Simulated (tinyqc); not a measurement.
What moves transparency and gain: optical gain and spontaneous emission in a bulk direct-gap semiconductor.

Parabolic bands, vertical transitions, no excitons. For each hole band j: mr = me mj/(me + mj); joint density of states J_j(E) = (mr/c)^(3/2) sqrt(E - Eg)/(2 pi^2), both spins, c = hbar^2/2m0; averaged matrix element |e.p|^2 = m0 Ep/6; alpha_j(E) = 4 pi^2 alpha_f c Ep J_j/(3 nr E) in 1/angstrom (alpha_f the fine-structure constant, listed as alpha among the constants), times 1e8 for 1/cm.

F_j(eta) = (1/Gamma(j + 1)) integral_0^infinity x^j dx/(1 + exp(x - eta)), which tends to exp(eta) for eta << 0.

Quasi-Fermi levels: n = Nc F_1/2(Fc/kT) and p = Nv F_1/2(Fv/kT), Fc counted up from the conduction edge and Fv down from the valence edge; Nc, Nv from N = 2 (m kB T/(4 pi c))^(3/2) with c = hbar^2/2m0, in 1/angstrom^3; times 1e24 for 1/cm^3, with me and (mhh^(3/2) + mlh^(3/2))^(2/3).

For band j the electron sits at Ee = (E - Eg) mr/me above its edge and the hole at Eh = (E - Eg) mr/mj; fe = 1/(1 + exp((Ee - Fc)/kT)), fh = 1/(1 + exp((Eh - Fv)/kT)); gain g = sum_j alpha_j (fe + fh - 1).

Constants: hbar^2/2m0 = 3.80998211 eV angstrom^2; fine-structure constant alpha = 0.007297352564; kB = 8.617333262e-05 eV/K.

Inputs chosen for the exercise (near those of InGaAs; not measured data):
- Eg = 0.768 eV (direct gap)
- me = 0.0413 m0 (electron mass)
- mhh = 0.465 m0 (heavy-hole mass)
- mlh = 0.0527 m0 (light-hole mass)
- Ep = 22.9 eV (Kane energy)
- nr = 3.53 (refractive index)
- T = 400 K
- n = 3.3e+18 1/cm^3 (injected density, n = p)

Transparency is Fc + Fv = 0; the peak is the largest g over E at the density n (0 if none). Each row changes one parameter from the base and keeps the others.

Results:
```
case                 transparency density (1/cm^3)  Fc + Fv (eV)  peak gain (1/cm)
base                                      1.12e+18        0.1471               810
me = 0.0475 m0                            1.29e+18        0.1206               851
mhh = 0.279 m0                            8.72e+17        0.1754              1433
Ep = 25.2 eV                              1.12e+18        0.1471               892
T = 440 K                                 1.29e+18        0.1357               680
n = 4.29e+18 1/cm^3                       1.12e+18        0.1954              1129
nr = 3.71                                 1.12e+18        0.1471               771
```

The largest shifts from the base row, up to three for each result and ties (the steps differ in size, so this ranks the rows, not the parameters). transparency density (1/cm^3): mhh -2.45e+17, T +1.72e+17, me +1.68e+17; unchanged at the printed digits by Ep, n and nr. Fc + Fv (eV): n +0.0483, mhh +0.0283, me -0.0265; unchanged at the printed digits by Ep and nr. peak gain (1/cm): mhh +622, n +319, T -130.

Run: tinyqc, `OMP_NUM_THREADS=1 python tinyqc.py 1651041 1651042 out.jsonl`; Intel(R) Xeon(R) Processor @ 2.30GHz, one thread, shared host; about 0.08 s of CPU time with all checks.
